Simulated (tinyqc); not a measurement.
Polarisation charge from two barrier thicknesses.

Question. Voff = phiB - dEc - q sigma d/(eps0 eb). Find sigma, phiB - dEc and the thickness at which Voff = 0.

Constants: q = 1.602176634e-19 C, eps0 = 8.8541878128e-14 F/cm where lengths are in cm. Results are converted to the units shown.

Voff at d = 13 and 27 nm (V): -4.1666228  -9.4419551
eb = 9.115

Answer. Voff is a straight line in d: its slope is -q sigma/(eps0 eb) and its intercept phiB - dEc.

sigma = 1.90e13 cm^-2
phiB - dEc = 0.732 V
thickness for Voff = 0 = 1.94 nm

Numbers from tinyqc (`OMP_NUM_THREADS=1 python tinyqc.py 2180054 2180055 out.jsonl`; about 0.01 s on one thread of a shared Intel Xeon 2.30GHz).
